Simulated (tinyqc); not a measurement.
Thin film between two gates, subbands and threshold shift from confinement: two steps of the calculation.

Undoped body with a flat potential across it, hard walls, transport along x. Three valley pairs (g = 2 each) with the longitudinal mass along x, y or z. Non-parabolicity enters the subband edges through E (1 + al E) = gamma, so E = 2 gamma/(1 + sqrt(1 + 4 al gamma)); motion within a subband is taken as parabolic with the band-edge mass. Energies are counted from the bulk band edge.

Values chosen for this exercise; masses close to those of silicon:
```
symbol  value  unit                                                meaning
T          77     K                                            temperature
ml      0.919    m0                                      longitudinal mass
mt       0.19    m0                                        transverse mass
al        0.5  1/eV                                       non-parabolicity
t         8.9    nm                               film thickness (along z)
dl          0    nm  widening of the box by penetration into the insulator
```

Constants: q = 1.602176634e-19 C, kB = 1.380649e-23 J/K, hbar = 1.054571817e-34 J s, m0 = 9.1093837015e-31 kg, Vt = kB T/q, hbar^2/(2 m0) = 0.0380998212 eV nm^2. Results are converted to the units shown.

Task 1. Lowest subbands. gamma = C (pi k/(t + dl))^2/mz, C = hbar^2/(2 m0). List the 5 lowest, labelled by valley axis and quantum numbers, with degeneracy g and N_k: N_k = g sqrt(mx my) m0 kB T/(pi hbar^2).

Wanted: E_k; g; N_k.

Result 1.

| subband | E_k (eV) | g | N_k (cm^-2) |
|---|---|---|---|
| z1 | 0.005152 | 2 | 1.053e12 |
| z2 | 0.02045 | 2 | 1.053e12 |
| x1 | 0.02468 | 2 | 2.316e12 |
| y1 | 0.02468 | 2 | 2.316e12 |
| z3 | 0.04546 | 2 | 1.053e12 |

Task 2. Threshold shift. Each subband has N_k = g sqrt(mx my) m0 kB T/(pi hbar^2); without degeneracy n = exp(EF/Vt) sum N_k exp(-E_k/Vt). Classical value Nc times t, Nc = sum over valleys of 2 g (m m0 kB T/(2 pi hbar^2))^1.5 with m = (mx my mz)^(1/3). Threshold shift dVT = Vt ln(classical value/sum N_k exp(-E_k/Vt)). Use the subbands listed.

| subband | E_k (eV) | N_k (cm^-2) |
|---|---|---|
| z1 | 0.0051524023 | 1.0532814e12 |
| z2 | 0.020453530 | 1.0532814e12 |
| x1 | 0.024680983 | 2.3164630e12 |
| y1 | 0.024680983 | 2.3164630e12 |
| z3 | 0.045457874 | 1.0532814e12 |

Give: shares; sum N_k exp(-E_k/Vt); Nc; classical value; dVT.

Result 2.

shares, subband z1 to z3 (%): [74.975, 7.472, 8.690, 8.690, 0.173]
sum N_k exp(-E_k/Vt) = 6.4624e11 cm^-2
Nc = 3.5661e18 cm^-3
classical value = 3.1738e12 cm^-2
dVT = 10.560 mV

tinyqc, about 0.1 s, one thread, Intel Xeon 2.30GHz (shared host): `OMP_NUM_THREADS=1 python tinyqc.py 2350157 2350158 out.jsonl`
